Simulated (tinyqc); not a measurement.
Inside a calculation. Method: one-electron ion in a basis of Gaussians. One step of it, computed by the program tinyqc.

Question. Matrices over normalised Gaussians. With p = a_i + a_j and I(k) = Gamma((k+1)/2) / (2 p^((k+1)/2)): S = I(2l+2), T = (2l+3) a_i a_j S / p, V = -Z I(2l+1), each divided by sqrt(S_ii S_jj).

exponents of r^l exp(-a r^2) (1/bohr^2): [0.495500, 1.872000, 7.073000, 26.720000, 101.000000, 381.500000, 1441.000000]

Z = 6

l = 1

Give: S; T; V.

Answer.

S:
$$\begin{pmatrix}
1.0000 & 0.5971 & 0.1721 & 0.0370 & 0.0073 & 0.0014 & 0.0003 \\
0.5971 & 1.0000 & 0.5971 & 0.1721 & 0.0370 & 0.0073 & 0.0014 \\
0.1721 & 0.5971 & 1.0000 & 0.5971 & 0.1721 & 0.0370 & 0.0073 \\
0.0370 & 0.1721 & 0.5971 & 1.0000 & 0.5969 & 0.1721 & 0.0370 \\
0.0073 & 0.0370 & 0.1721 & 0.5969 & 1.0000 & 0.5972 & 0.1722 \\
0.0014 & 0.0073 & 0.0370 & 0.1721 & 0.5972 & 1.0000 & 0.5972 \\
0.0003 & 0.0014 & 0.0073 & 0.0370 & 0.1722 & 0.5972 & 1.0000
\end{pmatrix}$$

T (hartree):
$$\begin{pmatrix}
1.2388 & 1.1697 & 0.3985 & 0.0899 & 0.0179 & 0.0034 & 0.0007 \\
1.1697 & 4.6800 & 4.4189 & 1.5058 & 0.3396 & 0.0676 & 0.0130 \\
0.3985 & 4.4189 & 17.6825 & 16.6971 & 5.6868 & 1.2834 & 0.2555 \\
0.0899 & 1.5058 & 16.6971 & 66.8000 & 63.0585 & 21.4862 & 4.8492 \\
0.0179 & 0.3396 & 5.6868 & 63.0585 & 252.5000 & 238.4461 & 81.2768 \\
0.0034 & 0.0676 & 1.2834 & 21.4862 & 238.4461 & 953.7500 & 900.6692 \\
0.0007 & 0.0130 & 0.2555 & 4.8492 & 81.2768 & 900.6692 & 3602.5000
\end{pmatrix}$$

V (hartree):
$$\begin{pmatrix}
-4.4932 & -4.1466 & -2.1374 & -0.8706 & -0.3299 & -0.1226 & -0.0454 \\
-4.1466 & -8.7334 & -8.0597 & -4.1546 & -1.6915 & -0.6414 & -0.2384 \\
-2.1374 & -8.0597 & -16.9759 & -15.6670 & -8.0735 & -3.2886 & -1.2469 \\
-0.8706 & -4.1546 & -15.6670 & -32.9950 & -30.4452 & -15.6933 & -6.3926 \\
-0.3299 & -1.6915 & -8.0735 & -30.4452 & -64.1491 & -59.2059 & -30.5248 \\
-0.1226 & -0.6414 & -3.2886 & -15.6933 & -59.2059 & -124.6744 & -115.0676 \\
-0.0454 & -0.2384 & -1.2469 & -6.3926 & -30.5248 & -115.0676 & -242.3048
\end{pmatrix}$$
